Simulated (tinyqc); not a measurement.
RHF in the 3-21g basis, for He, spin multiplicity 1, step by step. One step of it, computed by the program tinyqc.

Problem. Iteration 2: diagonalisation and new density. Diagonalise F' = X^T F X, C = X C', fill 1 alpha and 1 beta electrons from the bottom; D = 2 C_occ C_occ^T. Each column has its largest component positive (the first on a tie).

extrapolated F (hartree):
```
           1He 1s     1He 2s
1He 1s  -0.071225  -1.118894
1He 2s  -1.118894  -0.500006
```

X:
```
           1He 1s     1He 2s
1He 1s   1.181761  -0.390007
1He 2s  -0.390007   1.181761
```

Give: F' = X^T F X; orbital energies; coefficients C; D after iteration 2.

Solution.

F' = X^T F X (hartree):
```
        1       2
1   0.856  -1.470
2  -1.470   0.322
```

orbital energies (hartree): MO1 -0.904, MO2 2.083

coefficients C:
```
          MO1     MO2
1He 1s  0.458   1.157
1He 2s  0.657  -1.057
```

D after iteration 2:
```
        1He 1s  1He 2s
1He 1s   0.419   0.602
1He 2s   0.602   0.864
```
